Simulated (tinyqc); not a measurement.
From results back to parameters: static screening by free carriers. Three cases, with inputs chosen for the exercise.

Problem. At zero temperature the gas shows Friedel oscillations of period pi/kF and a Thomas-Fermi length 1/qTF; n and m are hidden.

kF = (3 pi^2 n/Mv)^(1/3), EF = c kF^2/m with c = hbar^2/2m0, n in 1/angstrom^3 (1e-24 per 1/cm^3), e2 = e^2/(4 pi eps0). Thomas-Fermi: qTF^2 = 6 pi e2 n/(eps EF). Debye: qD^2 = 4 pi e2 n/(eps kB T).

Constants: hbar^2/2m0 = 3.80998211 eV angstrom^2; e^2/(4 pi eps0) = 14.39964547 eV angstrom.

Find: kF; n; m.

Method. kF = pi/period and n = Mv kF^3/(3 pi^2); qTF^2 = 2 e2 Mv m kF/(pi eps c) then gives m.

Case 1.

Values chosen (out of a larger set: a free-electron density near that of Au; not measured data): Mv = 1 (valleys); eps = 1 (background dielectric constant).

period = 2.61443 angstrom
1/qTF = 0.588111 angstrom

Solution.

kF = 1.202 1/angstrom
n = 5.86e+22 1/cm^3
m = 1.000 m0

Case 2.

Values chosen (out of a larger set: near those of SiC; not measured data): Mv = 3 (valleys); eps = 9.69 (background dielectric constant).

period = 62.2877 angstrom
1/qTF = 8.28028 angstrom

Solution.

kF = 0.05044 1/angstrom
n = 1.30e+19 1/cm^3
m = 0.388 m0

Case 3.

Values chosen (out of a larger set: near those of Ge; not measured data): Mv = 4 (valleys); eps = 16.1 (background dielectric constant).

period = 164.558 angstrom
1/qTF = 20.0763 angstrom

Solution.

kF = 0.01909 1/angstrom
n = 9.40e+17 1/cm^3
m = 0.217 m0

Computed by tinyqc, one run a case: `OMP_NUM_THREADS=1 python tinyqc.py N N+1 out.jsonl` with N = 1681540, 1681590, 1681618; one thread of a shared Intel(R) Xeon(R) Processor @ 2.30GHz, about 0.01 s a run at most.
